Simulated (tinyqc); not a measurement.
Threshold and carrier lifetime from two turn-on delays.

Question. With a constant carrier lifetime tau, a current step from 0 to I reaches threshold after td = tau ln(I/(I - Ith)). Find Ith and tau.

turn-on delay for steps from 0 to 5.9 and to 12 mA (ns): 1.6227078  0.58956388

Answer. The ratio of the delays holds no tau and rises steadily with Ith, so it has one root below the smaller current.

Ith = 3.900 mA
tau = 1.500 ns

Program tinyqc, `OMP_NUM_THREADS=1 python tinyqc.py 2840006 2840007 out.jsonl`; Intel Xeon 2.30GHz, shared host, one thread, about 0.01 s.
